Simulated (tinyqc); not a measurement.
Inside a calculation. Model: minimum-mode following (dimer method) and harmonic rate on a two-dimensional model surface. Computed by tinyqc, a small Python program that keeps every step. Command: `OMP_NUM_THREADS=1 python tinyqc.py 3022948 3022949 out.jsonl dimer walk`. One thread of a shared host (Intel(R) Xeon(R) Processor @ 2.30GHz), about 0.02 s of CPU time with the checks. Intermediate numbers are printed to about 6 digits and carried at full precision; extremes and crossings named in words are read from the listed rows.

V(x, y) = h u^2 + t x + (kappa/2)(y + c u)^2 with u = x^2/w^2 - 1; the path runs from the minimum near (-w, 0) to that near (w, 0).

Inputs (values chosen for the exercise, for a model surface):

| quantity | value | unit |
|---|---|---|
| height h | 0.31 | eV |
| half width w | 1.1 | angstrom |
| transverse stiffness kappa | 1.6 | eV/angstrom^2 |
| curvature c | 0.74 | angstrom |
| tilt t | 0.064 | eV/angstrom |
| start as a fraction of the way from minimum to saddle | 0.78 | - |
| offset of the start in y | 0.03 | angstrom |
| first angle of the dimer | 45 | degrees |
| half length delta | 0.005 | angstrom |
| step factor eta | 0.08 | angstrom^2/eV |
| mass M | 190 | u |
| temperature T | 200 | K |

Surface: curved double well.

Constants: nu for 1 eV/(angstrom^2 u) = 15.6333042 THz; k_B = 8.617333262e-05 eV/K.

## Stationary points

Newton steps x(new) = x - H^-1 grad V (moves limited to 0.3 angstrom) from (-w, 0), (w, 0) and (0, c) give the two minima and the saddle.

positions (angstrom):
```
               x         y
start   -1.12999  -0.04090
end      1.06733   0.04330
saddle   0.06265   0.73760
```

energies (eV): start -0.071372, end 0.069371, saddle 0.312002

barrier from the start = 0.383374 eV

## Starting point

R0 = start minimum + fraction x (saddle - minimum) + (0, offset); in practice such a guess comes from a displaced minimum.

R at the start (angstrom): -0.199727  0.596330

phi at the start = 45 degrees

## Dimer step 1

Dimer at R with unit axis N = (cos phi, sin phi) and normal T = (-sin phi, cos phi). Gradients g at R +/- delta N and at R +/- delta T give H N and H T by central differences, (g+ - g-)/(2 delta). With C_N = N.H N, C_T = T.H T and b = T.H N, rotate by theta = (1/2) atan2(-2b, C_T - C_N), the angle of least curvature C = (C_N + C_T)/2 - sqrt((C_N - C_T)^2/4 + b^2). Translate along F = -g + 2 (g.N) N if C < 0, else along F = (g.N) N, with the new axis: R(new) = R + eta F, the move limited to 0.2 angstrom.

C_N, C_T, b (eV/angstrom^2): -0.12154  0.66020  1.33067

rotation theta = -36.8152 degrees

phi after step 1 = 8.18477 degrees

least curvature C = -1.11757 eV/angstrom^2

gradient g (eV/angstrom): 0.308551  -0.190839

effective force F (eV/angstrom): 0.242260  0.270062

R after step 1 (angstrom): -0.180346  0.617935

The curvature is negative, so the force along the axis is inverted.

## Dimer step 2

The formulas are those given above.

C_N, C_T, b (eV/angstrom^2): -1.10968  1.64547  0.03679

rotation theta = -0.764982 degrees

phi after step 2 = 7.41978 degrees

least curvature C = -1.11017 eV/angstrom^2

gradient g (eV/angstrom): 0.279911  -0.163479

effective force F (eV/angstrom): 0.228706  0.229715

R after step 2 (angstrom): -0.162049  0.636312

The curvature is negative, so the force along the axis is inverted.

## All steps

R0 = start minimum + fraction x (saddle - minimum) + (0, offset). Stop when |g| is below 1e-5 eV/angstrom, after 150 steps at most.

Course of the dimer:

| step | x (angstrom) | y (angstrom) | E above the start (eV) | C (eV/angstrom^2) | \|g\| (eV/angstrom) |
|---|---|---|---|---|---|
| 1 | -0.199727 | 0.596330 | 0.359868 | -1.11757 | 3.62799e-01 |
| 2 | -0.180346 | 0.617935 | 0.361740 | -1.11017 | 3.24153e-01 |
| 3 | -0.162049 | 0.636312 | 0.363835 | -1.10385 | 2.90348e-01 |
| 4 | -0.144857 | 0.651931 | 0.365971 | -1.09822 | 2.60664e-01 |
| 5 | -0.128766 | 0.665195 | 0.368039 | -1.09306 | 2.34504e-01 |
| 6 | -0.113758 | 0.676452 | 0.369973 | -1.08820 | 2.11374e-01 |
| 7 | -0.099801 | 0.685999 | 0.371739 | -1.08357 | 1.90861e-01 |
| 8 | -0.086853 | 0.694091 | 0.373325 | -1.07912 | 1.72617e-01 |
| 9 | -0.074866 | 0.700947 | 0.374731 | -1.07483 | 1.56347e-01 |
| ... | ... | ... | ... | ... | ... |
| 114 | 0.062636 | 0.737600 | 0.383374 | -1.01114 | 1.93884e-05 |
| 115 | 0.062637 | 0.737600 | 0.383374 | -1.01114 | 1.78200e-05 |
| 116 | 0.062639 | 0.737600 | 0.383374 | -1.01114 | 1.63784e-05 |
| 117 | 0.062640 | 0.737600 | 0.383374 | -1.01114 | 1.50535e-05 |
| 118 | 0.062641 | 0.737600 | 0.383374 | -1.01114 | 1.38357e-05 |
| 119 | 0.062642 | 0.737600 | 0.383374 | -1.01114 | 1.27165e-05 |
| 120 | 0.062643 | 0.737600 | 0.383374 | -1.01113 | 1.16878e-05 |
| 121 | 0.062644 | 0.737600 | 0.383374 | -1.01113 | 1.07423e-05 |
| 122 | 0.062645 | 0.737600 | 0.383374 | -1.01113 | 9.87332e-06 |

final position (angstrom): 0.062645  0.737600

steps = 122

final |g| = 9.87332e-06 eV/angstrom

Converged in 122 steps on the saddle found by Newton steps.

## Curvatures and frequencies

Diagonalise the Hessian at the start minimum and at the saddle; nu = 15.6333042 THz x sqrt(|lambda|/M).

Hessian at the minimum (eV/angstrom^2):
```
          1         2
1   5.27597  -2.21142
2  -2.21142   1.60000
```

Hessian at the saddle (eV/angstrom^2):
```
          1        2
1  -1.00542  0.12262
2   0.12262  1.60000
```

eigenvalues at the minimum (eV/angstrom^2): 0.56248  6.31350

eigenvalues at the saddle (eV/angstrom^2): -1.01118  1.60576

frequencies at the minimum (THz): 0.85060  2.84976

frequencies at the saddle (the first is imaginary) (THz): 1.14048  1.43719

## Harmonic rate

Vineyard prefactor nu* = nu1 nu2 (minimum)/nu2 (saddle); k = nu* exp(-E_b/(k_B T)).

prefactor nu* = 1.68664 THz

rate k = 368.486 1/s

Checks made by the program: energy at the dimer end point against that of the Newton saddle (relative difference 1e-10).
